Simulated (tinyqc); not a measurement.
Vibrations of a mass or spring defect in a linear chain: one step, computed by the program tinyqc.

A ring of N atoms with nearest-neighbour springs k and motion along the chain. Atom 1 is the defect, of mass M', and its two springs are k'. All other atoms have the mass M.

Task: Frequencies of the ring. Diagonalise D and leave out the zero eigenvalue of the uniform shift. nu = 15.6333042 THz x sqrt(lambda), lambda in eV/(angstrom^2 u).

Host: monatomic.

D (eV/(angstrom^2 u)), lower triangle (symmetric):
```
            1          2          3          4          5          6          7          8
1    1.392045
2   -0.176725   0.089744
3    0.000000  -0.044872   0.089744
4    0.000000   0.000000  -0.044872   0.089744
5    0.000000   0.000000   0.000000  -0.044872   0.089744
6    0.000000   0.000000   0.000000   0.000000  -0.044872   0.089744
7    0.000000   0.000000   0.000000   0.000000   0.000000  -0.044872   0.089744
8    0.000000   0.000000   0.000000   0.000000   0.000000   0.000000  -0.044872   0.089744
9    0.000000   0.000000   0.000000   0.000000   0.000000   0.000000   0.000000  -0.044872
10  -0.176725   0.000000   0.000000   0.000000   0.000000   0.000000   0.000000   0.000000

            9        10
9    0.089744
10  -0.044872  0.089744
```

Constants: nu for 1 eV/(angstrom^2 u) = 15.6333042 THz.

Give: nonzero frequencies.

Result:

nonzero frequencies (THz): 2.05  2.25  3.89  4.24  5.36  5.72  6.30  6.52  18.75
